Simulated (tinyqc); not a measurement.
Five forms on the same table: equation-of-state fits to an energy-volume table made by a known binding curve. Computed by tinyqc, a small Python program. Command: `OMP_NUM_THREADS=1 python tinyqc.py 3022978 3022979 out.jsonl eosfit walk`. One thread of a shared host (Intel(R) Xeon(R) Processor @ 2.30GHz), about 0.03 s of CPU time with the checks.

With x = (V/V_0)^(1/3), the energy per atom is E = -D [1 + eta (x - 1)] exp(-eta (x - 1)), so that B0 = D eta^2/(9 V_0) and B' = 1 + 2 eta/3. B' = dB/dP at P = 0.

Inputs (values chosen for the exercise, for a model crystal):
```
quantity,value,unit
cohesive energy D,2.17,eV/atom
true volume V_0,11.7,angstrom^3/atom
stiffness eta,4.6,-
half-width of the volume window w,0.06,-
shift of the window centre s,0.014,-
points N,5,-
compression V/V_0 for the pressure test,0.75,-
```

Binding curve: universal binding. Noise: none.

Constants: 1 eV/angstrom^3 = 160.2176634 GPa.

Method:
- B0 and B' from the formulas above; P = -dE/dV at V = c V_0 (c the compression chosen), from the curve itself.
- Table: V_j = V_0 [1 + s + w (2 j/(N - 1) - 1)], j = 0..N-1, rounded to 0.001; E_j from the curve, rounded to 1e-7 eV.
- Murnaghan: E = E0 + (B0 V/B') [(V0/V)^B'/(B' - 1) + 1] - B0 V0/(B' - 1), P = (B0/B') [(V0/V)^B' - 1].
- Birch-Murnaghan: E = E0 + (9 V0 B0/16) [y^3 B' + y^2 (2 - 4 y)], y = (V0/V)^(2/3) - 1; P = (3 B0/2) (x^7 - x^5) [1 + (3/4)(B' - 4)(x^2 - 1)], x = (V0/V)^(1/3).
- Vinet: E = E0 + (9 B0 V0/h^2) {1 + [h (1 - x) - 1] exp(h (1 - x))}, P = 3 B0 (1 - x) x^-2 exp(h (1 - x)), x = (V/V0)^(1/3), h = (3/2)(B' - 1).
- All are least-squares fits to the energies; for polynomials in V, B0 = V E'' and B' = -1 - V E'''/E'' at the minimum.

exact B0 = 69.8646 GPa

exact B' = 4.06667

exact pressure at c V_0 = 35.3574 GPa

Table:
```
V (angstrom^3),E (eV)
11.162,-2.1641622
11.513,-2.1693304
11.864,-2.1695105
12.215,-2.1654058
12.566,-2.1576235
```

Fitted values:
```
form,V0 (angstrom^3),B0 (GPa),B',P at c V_0 (GPa)
exact,11.700,69.865,4.0667,35.357
parabola in V,11.726,65.756,-1.0000,-
cubic in V,11.701,70.245,3.7319,-
Murnaghan,11.700,69.767,4.1370,38.572
Birch-Murnaghan,11.700,69.836,4.0875,36.267
Vinet,11.700,69.865,4.0667,35.358
```

What follows from these numbers?

In B0 the Vinet form comes closest (0.00 %) and the parabola in V form misses most (-5.88 %). A parabola in V has no third derivative, so its B' is -1 by construction. At c V_0, beyond the window, the pressure errors are Murnaghan +9.1 %, Birch-Murnaghan +2.6 %, Vinet 0.0 %; Murnaghan keeps B linear in P and so runs too stiff under compression.

Extremes, crossings and ranges named in words are read from the listed rows.
